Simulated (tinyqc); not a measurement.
## Voltage acceleration of oxide breakdown, four models on the same data: effect of the use temperature

Field E = V/tox in MV/cm. Models: ln(t63/1 s) = a - c X with X = E (E model), -1/E (1/E model), ln V (power law, c the exponent n) or sqrt(E).

With a and c fitted to the stress data, the voltage for ten years solves a - c X + ln(temperature factor times ks) = ln 3.15576e8; temperature factor exp[(Ea q/kB)(1/Tu - 1/Ts)].

Inputs (values chosen for the exercise):
- tox = 1 nm (oxide thickness)
- Ts = 373 K (stress temperature)
- Ea = 0.55 eV (activation energy)
- ks = 7.1e-6 (factor for area and percentile)

Constants: q = 1.602176634e-19 C, kB = 1.380649e-23 J/K. Results are converted to the units shown.

```
model,c,a
E,2.49995,48.6865
1/E,674.182,-33.8468
power,41.2126,27.8621
sqrt E,20.3202,89.8715
```

Result of one run:
```
temperature factor,"V for ten years, E (V)","V for ten years, 1/E (V)","V for ten years, power (V)","V for ten years, sqrt E (V)"
0.1323,0.6096,1.002,0.8732,0.7710
```

Which use temperature Tu gave this result: 298, 328, 378, 398 or 423 K?

Tu = 423 K.

The whole series:
```
Tu (K),temperature factor,"V for ten years, E (V)","V for ten years, 1/E (V)","V for ten years, power (V)","V for ten years, sqrt E (V)"
273,527.3,0.9412,1.143,1.068,1.014
298,74.18,0.8627,1.106,1.018,0.9537
328,10.46,0.7844,1.071,0.9709,0.8951
358,2.048,0.7191,1.044,0.9333,0.8477
378,0.7974,0.6814,1.029,0.9121,0.8209
398,0.3414,0.6475,1.016,0.8936,0.7971
423,0.1323,0.6096,1.002,0.8732,0.7710
```

The temperature factor falls from 527 to 0.132, and the allowed voltage by 35.2 % in the E model and 12.3 % in the 1/E model: the steeper a model is near use conditions, the less voltage a given factor in time costs.

Range of the model: All four laws are empirical fits; none is established far below the stress range.

Numbers from tinyqc (`OMP_NUM_THREADS=1 python tinyqc.py 2070096 2070097 out.jsonl`; about 0.01 s on one thread of a shared Intel Xeon 2.30GHz).
